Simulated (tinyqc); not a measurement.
# Changing the mean distance of the electrons z0 = 3/b

Model: scattering of inversion-layer electrons by surface optical phonons of the gate insulator (remote phonon scattering). Computed by tinyqc, a small Python program. Command: `OMP_NUM_THREADS=1 python tinyqc.py 3113746 3113747 out.jsonl sophonon sweep`. One thread of a shared host (Intel(R) Xeon(R) Processor @ 2.30GHz), about 0.02 s of CPU time with the checks.

One subband with the Fang-Howard envelope; insulator and channel are half-spaces, the gate is far away, and an interlayer only moves the polar surface away by t (its own modes and its permittivity contrast are left out).

Inputs (values chosen for the exercise, modelled on AlN on silicon):
```
quantity                                 value        unit
static constant of the insulator eps_0s   9.21           -
intermediate constant eps_i               7.23           -
optical constant eps_inf                  4.75           -
hbar omega_TO1                            80.5         meV
hbar omega_TO2                            88.7         meV
constant of the channel eps_s             11.7           -
in-plane mass m                          0.188         m_0
valleys g_v                                  2           -
sheet density n                          8e+11      1/cm^2
interlayer thickness t                    0.46          nm
temperature T                              350           K
electron energy E                           42         meV
mobility from other processes              250  cm^2/(V s)
```

Screening by the channel electrons: none.

Constants: k_B = 8.617333262e-05 eV/K; hbar^2/(2 m_0) = 3.80998212 eV angstrom^2; e^2/(4 pi eps_0) = 14.39964548 eV angstrom; hbar = 6.582119569e-16 eV s; e = 1.602176634e-19 C; m_0 = 9.1093837015e-31 kg.

Method:
- eps(w) = eps_inf + (eps_0s - eps_i) w1^2/(w1^2 - w^2) + (eps_i - eps_inf) w2^2/(w2^2 - w^2). Surface modes solve eps(w) + eps_s = 0, a quadratic in w^2; the strength of a mode is g = 2/(w d eps/dw).
- Occupation N = 1/(exp(hbar w/(k_B T)) - 1).
- Density of states D = g_v m/(pi hbar^2); eta = E_F/(k_B T) = ln(exp(n/(D k_B T)) - 1); screening wave number q_s = e^2 D/(2 eps_0 eps_avg) x 1/(1 + exp(-eta)), eps_avg = (eps_s + eps_inf)/2; b = 3/z0.
- For a mode of strength g, without the occupation factor, Area x |M(q)|^2 = e^2 hbar w g/(2 eps_0 q) x (b/(b + q))^6 exp(-2 q t).
- Approximate momentum relaxation rate, taking tau v alike in the initial and final states: 1/tau = (m/(2 pi hbar^3)) sum over modes and over absorption (N, E' = E + hbar w) and emission (N + 1, E' = E - hbar w > 0) of [(1 - f(E'))/(1 - f(E))] int_0^(2 pi) Area |M(q)|^2 (1 - cos theta) d theta, q^2 = k^2 + k'^2 - 2 k k' cos theta, f the Fermi function; 48 midpoints in theta from 0 to pi.
- mu = (e/m) int tau E f (1 - f) dE/(k_B T int f dE), by 300 midpoints from 0 to (max(eta, 0) + 14) k_B T; Matthiessen sum with the other processes.

One run for each value; columns: (1) mean distance of the electrons z0 = 3/b (nm); (2) remote-phonon mobility (cm^2/(V s)); (3) loss of mobility (%); (4) tau at E (fs):
```
(1)        (2)     (3)        (4)
0.8  4.098e+04  0.6064  5.604e+03
1.1  6.220e+04  0.4003  8.503e+03
1.5  1.024e+05  0.2436  1.401e+04
2.1  1.966e+05  0.1270  2.701e+04
3.0  4.489e+05  0.0557  6.217e+04
4.1  1.042e+06  0.0240  1.457e+05
5.8  3.036e+06  0.0082  4.293e+05
8.0  9.307e+06  0.0027  1.329e+06
```

Over the rows, remote-phonon mobility (cm^2/(V s)) rises from 41000 to 9.31e6 (exponent d ln y / d ln x 1.3 between the first rows and 3.5 between the last); loss of mobility (%) falls from 0.606 to 0.00269 (exponent d ln y / d ln x -1.3 between the first rows and -3.5 between the last); tau at E (fs) rises from 5600 to 1.33e6 (exponent d ln y / d ln x 1.3 between the first rows and 3.5 between the last).

Caution (all rows): a relaxation time is only an approximation for inelastic scattering, and static or no screening brackets the true dynamic screening only roughly.
